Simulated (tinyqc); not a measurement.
Worked calculation: ionisation potential and affinity of a slab from the planar-averaged potential. Values are carried at full precision from step to step, so a last printed digit may differ when a step is redone from the rounded ones.

A model of the planar-averaged electrostatic energy of an electron in a periodic cell of N1 periods of A (L1 = N1 n1 h) and N2 periods of vacuum (L2 = N2 n2 h), on z_j = j h: V(z) = f VA + (1 - f) VB + F t(z), VA = V1[0] + V1[1] cos(2 pi z/(n1 h)) + V1[2] cos(4 pi z/(n1 h)), VB the same with V2, n2 and z - L1. f = [tanh(z/w) - tanh((z - L1)/w) + tanh((z - L1 - L2)/w)]/2 + 1/2; t(z) = z - L1/2 in A and (L1/L2)(L1 + L2/2 - z) beyond, so that the cell is periodic.

Constants: e^2/(4 pi eps0) = 14.39964547 eV angstrom.

Values chosen for the exercise (gap near that of Si; shifted at random, so the results belong to these values and not to a real crystal): h = 0.25 angstrom (grid step); n1 = 7 (grid points per period of A); n2 = 6 (grid points per period of the vacuum filter); N1 = 4 (periods of A); N2 = 5 (periods of vacuum); V1 = (-10.48, 4.12, 0.09) eV (mean and two harmonics of the potential in A); V2 = (0, 0, 0) eV (the same in vacuum); w = 0.51 angstrom (width of the interfaces); F = 0.006 eV/angstrom (slope in A from opposite charges on the two interfaces); Ev1 = 5.6 eV (valence top of bulk A above its mean potential); Eg1 = (0.62, 1.15) eV (gap of A: semi-local value, corrected value); fv1 = 0.37 (share of the correction that lowers the valence top of A); eps = 1.7 (dielectric constant at the interface).

## The planar average

Evaluate V on the grid, j = 0, 1, ...

V(z_j) (eV): -3.156  -5.787  -10.080  -13.443  -13.876  -11.407  -7.921  -6.274  -7.937  -11.484  -14.141  -14.140  -11.481  -7.933  -6.270  -7.930  -11.475  -14.131  -14.129  -11.469  -7.919  -6.253  -7.897  -11.380  -13.846  -13.410  -10.044  -5.748  -3.114  -2.144  -1.398  -0.692  -0.259  -0.071  -0.009  0.005  0.007  0.007  0.006  0.005  0.004  0.003  0.001  0.000  -0.001  -0.003  -0.004  -0.006  -0.007  -0.009  -0.013  -0.023  -0.052  -0.118  -0.238  -0.415  -0.792  -2.183

## Running means

Running mean over n points, periodic: for odd n the plain mean of the n points centred on j; for even n the n + 1 points with half weight at both ends. The macroscopic average applies the mean over n1 points and then over n2 points.

Apply the first mean, then the second.

after the mean over n1 points (eV): -5.122  -7.045  -8.562  -9.381  -9.827  -10.134  -10.335  -10.434  -10.472  -10.483  -10.484  -10.484  -10.483  -10.481  -10.480  -10.478  -10.477  -10.475  -10.472  -10.468  -10.454  -10.413  -10.311  -10.107  -9.797  -9.348  -8.527  -7.101  -5.221  -3.343  -1.918  -1.098  -0.653  -0.345  -0.145  -0.045  -0.007  0.003  0.005  0.005  0.004  0.003  0.001  0.000  -0.001  -0.003  -0.004  -0.006  -0.009  -0.016  -0.033  -0.066  -0.124  -0.236  -0.546  -0.993  -1.813  -3.236

macroscopic average (eV): -5.161  -6.528  -7.770  -8.780  -9.496  -9.938  -10.189  -10.336  -10.419  -10.461  -10.477  -10.482  -10.482  -10.481  -10.480  -10.478  -10.476  -10.473  -10.465  -10.446  -10.401  -10.315  -10.165  -9.911  -9.474  -8.774  -7.786  -6.566  -5.222  -3.878  -2.659  -1.673  -0.976  -0.541  -0.290  -0.144  -0.060  -0.018  -0.002  0.003  0.003  0.002  0.001  0.000  -0.002  -0.003  -0.005  -0.009  -0.017  -0.033  -0.062  -0.125  -0.252  -0.481  -0.894  -1.575  -2.558  -3.794

Around the middle of vacuum the first mean varies by 6 meV over five points and the second by 6 meV; the tilt of the potential alone amounts to 6 meV over these points.

## The potential line-up

Read the macroscopic average in the middle of each region, j = 14 and j = 43, and its slope in A by a central difference over two points each way.

plateau in A = -10.480 eV
plateau in vacuum = 0.000 eV
dV = vacuum - A = 10.480 eV
slope in A = 0.006 eV/angstrom

The average is tilted: the interfaces carry opposite charges, and the potential changes by +0.04 eV across A and by as much the other way across vacuum. Reading both regions at their mid-points (to within half a grid step), or extrapolating both lines to one interface, removes the tilt from dV.

## Ionisation potential and affinity

IP = dV - Ev1, EA = IP - gap. The correction opens the gap by c = Eg1[1] - Eg1[0], lowers the valence top by fv1 c and raises the conduction edge by (1 - fv1) c; dV is kept.

IP, EA with the semi-local gap (eV): 4.880  4.260

c = 0.53 eV

IP, EA corrected (eV): 5.076  3.926

The correction raises IP by 0.20 eV and lowers EA by 0.33 eV.

## The dipole behind the step

A step dV of the mean electron energy from A to vacuum across an interface equals 4 pi (e^2/4 pi eps0) times a dipole per area p (in e angstrom per angstrom^2). For a change of 0.1 eV in dV, give the charge per area moved over 2 angstrom in a medium of dielectric constant eps: sigma = 0.1 eps/(4 pi (e^2/4 pi eps0) 2). 1 angstrom^-2 = 1e16 cm^-2.

|p| = 0.05791 e/angstrom
sigma = 4.70e+12 e/cm^2

With about 7e14 atoms per cm^2 in a plane (as on a silicon (100) face), 0.7 % of an electron per atom shifts the line-up by 0.1 eV.

## Checks

- Line-up in a cell of 14 + 14 periods without slope against V2[0] - V1[0] (eV): both 10.4800.

Run: tinyqc, `OMP_NUM_THREADS=1 python tinyqc.py 1850739 1850740 out.jsonl`; Intel(R) Xeon(R) Processor @ 2.30GHz, one thread, shared host; about 0.01 s of CPU time with all checks.
